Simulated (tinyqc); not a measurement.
Two-step dopant diffusion (predeposition and drive-in) with a constant diffusivity: one step, computed by the program tinyqc. Command: `OMP_NUM_THREADS=1 python tinyqc.py 3030054 3030055 out.jsonl dopdiff walk`. One thread of a shared host (Intel(R) Xeon(R) Processor @ 2.30GHz), about 0.07 s of CPU time with the checks.

Fick diffusion into a half space x > 0 whose background doping C_B is of the opposite type, so that a junction lies where C = C_B.

Problem. Thermal budget with ramps. D = D0 exp(-E/(k_B T)). Temperatures in kelvin are T(C) + 273.15. One ramp between the stand-by temperature and T2 adds int D dT / rate (40-point Gauss-Legendre); the usual estimate counts it as an extra time k_B T2^2/(E rate) at T2. (Dt)2 = D2 t2 + two ramps, times in seconds.

Inputs (values chosen for the exercise, modelled on boron in silicon): prefactor D0 = 0.864 cm^2/s; activation energy E = 3.53 eV; predeposition temperature T1 = 1025 C; drive-in temperature T2 = 1000 C; drive-in time t2 = 90 min; ramp rate = 2 C/min; stand-by temperature = 800 C.

Furnace ramps of the drive-in: linear ramps.

D2 = 9.182695e-15 cm^2/s

Constants: k_B = 8.617333262e-05 eV/K.

Give: budget of one ramp; estimated extra time of one ramp; drive-in budget (Dt)2.

Solution.

budget of one ramp = 1.0261e-11 cm^2

estimated extra time of one ramp = 19.785 min

drive-in budget (Dt)2 = 7.0109e-11 cm^2

The integral equals 18.6 min at T2, against the estimate 19.8 min; both ramps make 29 % of the budget.
